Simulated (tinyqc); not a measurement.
# The weight eta from points of equal mobility

Inverse problem. If the mobility depends on E = q (Ndep + eta Ns)/(eps0 eps_r) alone, two points of equal mobility on its falling branch have equal E. Find eta and E.

Inputs (values chosen for the exercise): relative permittivity of the semiconductor eps_r = 11.9.

Constants: q = 1.602176634e-19 C, eps0 = 8.8541878128e-14 F/cm where lengths are in cm. Results are converted to the units shown.

Ndep at two body biases (cm^-2): [8.6700494e11, 1.4399809e12]
Ns at which the mobility is the same (cm^-2): [5.5e12, 3.9084000e12]

Answer. eta is the ratio of the differences of Ndep and Ns.

eta = 0.3600
E = 0.4329 MV/cm

tinyqc, about 0.01 s, one thread, Intel Xeon 2.30GHz (shared host): `OMP_NUM_THREADS=1 python tinyqc.py 2510108 2510109 out.jsonl`
